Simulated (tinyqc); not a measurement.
## Gate work function from the charge

Question. For an undoped double gate, Q = 8 eps0 eps_r Vt beta tan(beta)/ts with 0 < beta < pi/2, and at the source (Vg - dphi)/(2 Vt) - ln[(2/ts) sqrt(2 eps0 eps_r Vt/(q ni))] = ln(beta) - ln(cos beta) + 2 r beta tan(beta), r = eps_r tox/(eox ts). Find beta and dphi.

Values chosen for this exercise; material values close to those of silicon:
```
symbol  value  unit                                      meaning
T         273     K                                  temperature
eps_r    11.8         relative permittivity of the semiconductor
eox      9.44        relative permittivity of the gate insulator
tox       5.3    nm                          insulator thickness
ts          5    nm                               body thickness
Vg       0.86     V                                 gate voltage
```

Constants: q = 1.602176634e-19 C, kB = 1.380649e-23 J/K, Vt = kB T/q, eps0 = 8.8541878128e-14 F/cm where lengths are in cm. Results are converted to the units shown.

Qs = 1032.2094 nC/cm^2
ni = 1.0788548e9 cm^-3

Solution. beta tan(beta) rises from 0 without bound on the interval, so the charge fixes beta; the second relation is then explicit in dphi. At this charge the surface density passes 0.3 Nc, so the classical Boltzmann model is only formal.

beta = 1.156
dphi = -0.04000 V

tinyqc, about 0.01 s, one thread, Intel Xeon 2.30GHz (shared host): `OMP_NUM_THREADS=1 python tinyqc.py 2440068 2440069 out.jsonl`
